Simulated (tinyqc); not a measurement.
Range and order of the fit: effective mass of the split-off band from tabulated energies.

c = hbar^2/2m0.
Constants: hbar^2/2m0 = 3.80998211 eV angstrom^2.

Energies along [100], from the band edge downward:
```
k (1/angstrom)   E (meV)
0.000000         0.00000
0.003200         0.42630
0.006400         1.70840
0.009600         3.85640
0.012800         6.88670
0.016000        10.82240
0.019200        15.69260
0.022400        21.53210
0.025600        28.38030
```

reference mass (curvature of the model at k = 0.0001 1/angstrom) = 0.091584 m0

Least-squares fits of E = a k^2 (+ b k^4 + d k^6) over points 1 to n, and the line y = c k^2/E against E; errors of m against the reference.

Results:
```
n  E at point n (meV)  one term (%)  two terms (%)  three terms (%)  line (%)  rms residual, one term (meV)
3                 3.9         -0.52           0.00            -0.01     -0.01                         0.003
4                 6.9         -0.89           0.00             0.00     -0.01                         0.010
5                10.8         -1.34           0.00             0.00     -0.01                         0.022
6                15.7         -1.87          -0.01             0.00     -0.02                         0.045
7                21.5         -2.49          -0.02             0.00     -0.03                         0.080
8                28.4         -3.17          -0.04             0.01     -0.05                         0.132
```

What can be read from this table?

The error of the parabola goes from -0.52 to -3.17 % as the range widens, and at n = 8 its residual, 0.13 meV, is only 0.5 % of the top energy: a small residual does not vouch for the mass. Over the full range (n = 8) the best form is three terms (0.01 %); the line errs by -0.01 % at n = 3 and -0.05 % at n = 8. Without scatter, a narrower range or a second term is the cure: at n = 8 the errors are -3.17, -0.04 and +0.01 % for one, two and three terms. Three terms on three points interpolate exactly.

(tinyqc, `OMP_NUM_THREADS=1 python tinyqc.py 1850361 1850362 out.jsonl`, Intel(R) Xeon(R) Processor @ 2.30GHz, 1 thread, shared host, about 0.01 s.)
